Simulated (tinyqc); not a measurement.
# p-n heterojunction, non-linear Poisson equation by Newton steps, Boltzmann statistics, step by step

Numbers from tinyqc (`OMP_NUM_THREADS=1 python tinyqc.py 2040091 2040092 out.jsonl`; about 0.04 s on one thread of a shared Intel Xeon 2.30GHz). Printed values are rounded.

One dimension, material 1 (p-type) at x < 0 and material 2 (n-type) at x > 0. Band edges: Ec = -psi in material 1 and -psi + dEc in material 2, Ev = Ec - Eg. Flat quasi-Fermi levels: 0 for holes, +V for electrons. n = Nc F((EFn - Ec)/Vt), p = Nv F((Ev - EFp)/Vt), with F(eta) = exp(eta) (Boltzmann statistics); full ionisation, no interface charge, classical densities; the doping types are chosen for the exercise.

Parameters, values chosen for the exercise; band and dielectric values those of a made-up pair:

| symbol | value | unit | meaning |
|---|---|---|---|
| T | 350 | K | temperature |
| Eg1 | 1.08 | eV | band gap of material 1 |
| er1 | 11.5 |  | relative permittivity of material 1 |
| Nc1 | 2.39e19 | cm^-3 | conduction-band density of states of material 1 |
| Nv1 | 1.36e19 | cm^-3 | valence-band density of states of material 1 |
| Eg2 | 1.04 | eV | band gap of material 2 |
| er2 | 11.6 |  | relative permittivity of material 2 |
| Nc2 | 3.68e19 | cm^-3 | conduction-band density of states of material 2 |
| Nv2 | 3.53e19 | cm^-3 | valence-band density of states of material 2 |
| dEc | 0.03 | eV | conduction-band offset Ec2 - Ec1 |
| N1 | 2.1e16 | cm^-3 | acceptor density of material 1 |
| N2 | 7.6e15 | cm^-3 | donor density of material 2 |
| V | -1.5 | V | bias of side 1 against side 2 |

Constants: q = 1.602176634e-19 C, kB = 1.380649e-23 J/K, Vt = kB T/q, eps0 = 8.8541878128e-14 F/cm where lengths are in cm. Results are converted to the units shown.

## Offsets and end potentials

dEv = Ev1 - Ev2 = Eg2 - Eg1 - dEc. Neutrality of the majority carriers far from the junction: Nv1 F((-psi_L - Eg1)/Vt) = N1 and Nc2 F((V + psi_R - dEc)/Vt) = N2. Total bending psi_R - psi_L.

dEv = -0.07 eV
psi_L = -0.884761 V
psi_R = 1.27408 V
psi_R - psi_L = 2.15884 V

The alignment is staggered (type II): dEc and dEv have opposite signs.

## Permittivity of the intervals

| node | x (nm) |
|---|---|
| 0 | -495 |
| 1 | -380 |
| 2 | -282 |
| 3 | -199 |
| 4 | -130 |
| 5 | -70.7 |
| 6 | -21 |
| 7 | 21 |
| 8 | 88.9 |
| 9 | 199 |
| 10 | 376 |
| 11 | 662 |
| 12 | 1120 |

er1 or er2; the interface lies midway in its interval, which gets the series value 2 er1 er2/(er1 + er2).

| interval | eps_r |
|---|---|
| 0 | 11.5 |
| 1 | 11.5 |
| 2 | 11.5 |
| 3 | 11.5 |
| 4 | 11.5 |
| 5 | 11.5 |
| 6 | 11.5498 |
| 7 | 11.6 |
| 8 | 11.6 |
| 9 | 11.6 |
| 10 | 11.6 |
| 11 | 11.6 |

## Couplings between neighbouring nodes

a_i = eps0 eps_r/h_i for the interval from node i to i + 1, with h_i = x_(i+1) - x_i in cm.

| interval | coupling a_i (F/cm^2) |
|---|---|
| 0 | 8.85419e-8 |
| 1 | 1.03901e-7 |
| 2 | 1.22679e-7 |
| 3 | 1.47570e-7 |
| 4 | 1.71709e-7 |
| 5 | 2.04876e-7 |
| 6 | 2.43486e-7 |
| 7 | 1.51264e-7 |
| 8 | 9.32866e-8 |
| 9 | 5.80274e-8 |
| 10 | 3.59121e-8 |
| 11 | 2.24255e-8 |

## Starting potential

| node | material |
|---|---|
| 0 | 1 |
| 1 | 1 |
| 2 | 1 |
| 3 | 1 |
| 4 | 1 |
| 5 | 1 |
| 6 | 1 |
| 7 | 2 |
| 8 | 2 |
| 9 | 2 |
| 10 | 2 |
| 11 | 2 |
| 12 | 2 |

psi_L + (psi_R - psi_L)(1 + tanh(x/s))/2 on the inner nodes with s = 130 nm, psi_L and psi_R on the ends.

| node | psi at the start (V) |
|---|---|
| 0 | -0.88476 |
| 1 | -0.87854 |
| 2 | -0.85694 |
| 3 | -0.78821 |
| 4 | -0.62742 |
| 5 | -0.34062 |
| 6 | 0.02179 |
| 7 | 0.36753 |
| 8 | 0.83585 |
| 9 | 1.17754 |
| 10 | 1.26747 |
| 11 | 1.27400 |
| 12 | 1.27408 |

## Iteration 1: densities, residual and Jacobian diagonal

n_i = Nc F(a_n), a_n = (V - Ec_i)/Vt; p_i = Nv F(a_p), a_p = (Ec_i - Eg)/Vt; rho_i = p_i - n_i + C_i with C = -N1 or +N2; g_i = (n_i + p_i)/Vt. Box widths w_i = (h_(i-1) + h_i)/2 in cm. Residual F_i = a_i (psi_(i+1) - psi_i) - a_(i-1) (psi_i - psi_(i-1)) + q rho_i w_i; Jacobian: a_(i-1) and a_i beside the diagonal, b_i = -a_(i-1) - a_i - q g_i w_i on it. The two end nodes are fixed.

| node | n (cm^-3) | p (cm^-3) |
|---|---|---|
| 0 | 1.09484e-15 | 2.1e16 |
| 1 | 1.34575e-15 | 1.70848e16 |
| 2 | 2.75422e-15 | 8.34782e15 |
| 3 | 2.68892e-14 | 8.55054e14 |
| 4 | 5.55768e-12 | 4.13693e12 |
| 5 | 7.49329e-8 | 3.06831e8 |
| 6 | 0.0123928 | 1855.24 |
| 7 | 671.422 | 0.515510 |
| 8 | 3.72029e9 | 9.30370e-8 |
| 9 | 3.09448e14 | 1.11852e-12 |
| 10 | 6.10285e15 | 5.67152e-14 |
| 11 | 7.57949e15 | 4.56659e-14 |
| 12 | 7.6e15 | 4.55427e-14 |

| node | residual F (C/cm^2) | diagonal b (F/cm^2) |
|---|---|---|
| 1 | -4.98733e-9 | -1.15900e-6 |
| 2 | -1.21587e-8 | -6.27900e-7 |
| 3 | -9.23234e-9 | -3.04769e-7 |
| 4 | 3.93885e-9 | -3.19419e-7 |
| 5 | 6.66589e-9 | -3.76584e-7 |
| 6 | -5.49452e-9 | -4.48361e-7 |
| 7 | -6.64941e-9 | -3.94750e-7 |
| 8 | -2.81294e-8 | -2.44551e-7 |
| 9 | -9.88824e-9 | -1.74911e-7 |
| 10 | 5.69234e-10 | -8.44444e-7 |
| 11 | -1.10663e-10 | -1.55613e-6 |

## Iteration 1: Newton step

Solve the tridiagonal system a_(i-1) d_(i-1) + b_i d_i + a_i d_(i+1) = -F_i for nodes 1 to 11, with d = 0 on fixed nodes. Each component d is damped to sign(d) Vt ln(1 + |d|/Vt) before it is added.

| node | Newton step d, before damping (V) |
|---|---|
| 1 | -0.009170 |
| 2 | -0.054286 |
| 3 | -0.170975 |
| 4 | -0.245414 |
| 5 | -0.332529 |
| 6 | -0.438077 |
| 7 | -0.504323 |
| 8 | -0.566997 |
| 9 | -0.367087 |
| 10 | -0.024578 |
| 11 | -0.000638 |

| node | psi after iteration 1 (V) |
|---|---|
| 0 | -0.88476 |
| 1 | -0.88654 |
| 2 | -0.88799 |
| 3 | -0.84544 |
| 4 | -0.69415 |
| 5 | -0.41563 |
| 6 | -0.06092 |
| 7 | 0.28082 |
| 8 | 0.74580 |
| 9 | 1.09978 |
| 10 | 1.24949 |
| 11 | 1.27337 |
| 12 | 1.27408 |

## Iteration 2: densities, residual and Jacobian diagonal

As before.

| node | n (cm^-3) | p (cm^-3) |
|---|---|---|
| 0 | 1.09484e-15 | 2.1e16 |
| 1 | 1.03199e-15 | 2.22790e16 |
| 2 | 9.83684e-16 | 2.33731e16 |
| 3 | 4.03209e-15 | 5.70219e15 |
| 4 | 6.08269e-13 | 3.77987e13 |
| 5 | 6.23130e-9 | 3.68972e9 |
| 6 | 7.98261e-4 | 28802.3 |
| 7 | 37.8880 | 9.13546 |
| 8 | 1.87901e8 | 1.84206e-6 |
| 9 | 2.34946e13 | 1.47321e-11 |
| 10 | 3.36263e15 | 1.02933e-13 |
| 11 | 7.42241e15 | 4.66324e-14 |
| 12 | 7.6e15 | 4.55427e-14 |

| node | residual F (C/cm^2) | diagonal b (F/cm^2) |
|---|---|---|
| 1 | 2.19010e-9 | -1.45286e-6 |
| 2 | 8.81095e-9 | -1.35024e-6 |
| 3 | -1.52056e-9 | -5.00458e-7 |
| 4 | 3.95234e-9 | -3.20566e-7 |
| 5 | 6.51012e-9 | -3.76584e-7 |
| 6 | -4.88791e-9 | -4.48361e-7 |
| 7 | -6.18353e-9 | -3.94750e-7 |
| 8 | -2.64766e-8 | -2.44551e-7 |
| 9 | -6.90868e-9 | -1.53106e-7 |
| 10 | 7.88696e-9 | -5.07462e-7 |
| 11 | 2.16864e-10 | -1.52509e-6 |

## Iteration 2: Newton step

As before.

| node | Newton step d, before damping (V) |
|---|---|
| 1 | 0.001717 |
| 2 | 0.002924 |
| 3 | -0.041091 |
| 4 | -0.131481 |
| 5 | -0.233169 |
| 6 | -0.350170 |
| 7 | -0.428543 |
| 8 | -0.513819 |
| 9 | -0.368274 |
| 10 | -0.026604 |
| 11 | -0.000484 |

| node | psi after iteration 2 (V) |
|---|---|
| 0 | -0.88476 |
| 1 | -0.88487 |
| 2 | -0.88520 |
| 3 | -0.87137 |
| 4 | -0.74478 |
| 5 | -0.48098 |
| 6 | -0.13736 |
| 7 | 0.19873 |
| 8 | 0.65857 |
| 9 | 1.02194 |
| 10 | 1.23042 |
| 11 | 1.27289 |
| 12 | 1.27408 |

## Course of the Newton iteration

Stop when the largest undamped |d| is below 1e-9 V, or after 80 iterations.

Course of the iteration:

| iteration | largest \|F\| (C/cm^2) | largest \|d\| (V) | at node |
|---|---|---|---|
| 1 | 2.81e-8 | 0.567 | 8 |
| 2 | 2.65e-8 | 0.514 | 8 |
| 3 | 2.48e-8 | 0.430 | 8 |
| 4 | 2.30e-8 | 0.349 | 8 |
| 5 | 2.09e-8 | 0.272 | 8 |
| 6 | 1.84e-8 | 0.202 | 8 |
| 7 | 1.55e-8 | 0.141 | 8 |
| 8 | 1.20e-8 | 0.0885 | 8 |
| 9 | 8.04e-9 | 0.0472 | 8 |
| 10 | 3.92e-9 | 0.0188 | 8 |
| 11 | 9.88e-10 | 4.18e-3 | 8 |
| 12 | 6.47e-11 | 2.65e-4 | 8 |
| 13 | 2.83e-13 | 1.16e-6 | 8 |
| 14 | 5.43e-18 | 2.22e-11 | 8 |

Converged in 14 iterations. Once the step is below 0.1 Vt, 2 more iteration(s) reach the threshold: near the solution the error is roughly squared each time.

## Band edges, densities and displacement

| node | converged psi (V) |
|---|---|
| 0 | -0.88476 |
| 1 | -0.88467 |
| 2 | -0.88357 |
| 3 | -0.87304 |
| 4 | -0.80850 |
| 5 | -0.63736 |
| 6 | -0.40445 |
| 7 | -0.14512 |
| 8 | 0.22809 |
| 9 | 0.71708 |
| 10 | 1.20197 |
| 11 | 1.27238 |
| 12 | 1.27408 |

Ec, Ev, n and p as defined; D = a_k (psi_(k+1) - psi_k) on the interval that holds the interface.

| node | Ec (eV) | Ev (eV) | n (cm^-3) | p (cm^-3) |
|---|---|---|---|---|
| 0 | 0.88476 | -0.19524 | 1.09484e-15 | 2.1e16 |
| 1 | 0.88467 | -0.19533 | 1.09810e-15 | 2.09377e16 |
| 2 | 0.88357 | -0.19643 | 1.13888e-15 | 2.01880e16 |
| 3 | 0.87304 | -0.20696 | 1.61470e-15 | 1.42390e16 |
| 4 | 0.80850 | -0.27150 | 1.37226e-14 | 1.67547e15 |
| 5 | 0.63736 | -0.44264 | 3.99686e-12 | 5.75246e12 |
| 6 | 0.40445 | -0.67555 | 9.02592e-9 | 2.54730e9 |
| 7 | 0.17512 | -0.86488 | 2.78754e-5 | 1.24168e7 |
| 8 | -0.19809 | -1.23809 | 6.59481 | 52.4844 |
| 9 | -0.68708 | -1.72708 | 7.25017e7 | 4.77402e-6 |
| 10 | -1.17197 | -2.21197 | 6.95705e14 | 4.97516e-13 |
| 11 | -1.24238 | -2.28238 | 7.18218e15 | 4.81921e-14 |
| 12 | -1.24408 | -2.28408 | 7.6e15 | 4.55427e-14 |

D = 63.1444 nC/cm^2

## Check against the first integral

Exact first integral: on each side D^2/(2 eps0 er) = G, G = q [Vt (nI_j - nI_b) + Vt (pI_j - pI_b) - C (psi_j - psi_b)], with C = -N1 or +N2, b the neutral end of that side, and nI, pI the densities themselves. D is continuous, so er1 G1(psi_j) = er2 G2(psi_j) fixes psi_j. Ends from Nv1 F((-psi_L - Eg1)/Vt) = N1 and Nc2 F((V + psi_R - dEc)/Vt) = N2. D is counted positive when psi rises towards material 2.

psi_j = -0.293398 V
D = 62.0101 nC/cm^2
psi_j - psi_L = 0.591363 V
psi_R - psi_j = 1.56748 V
Ec1 - EFn at the interface = 1.79340 eV
Ec2 - EFn at the interface = 1.82340 eV

Material 2 takes 72.6 % of the bending. The 13-node mesh gave D = 63.14 nC/cm^2, 1.8 % above the exact value in size.
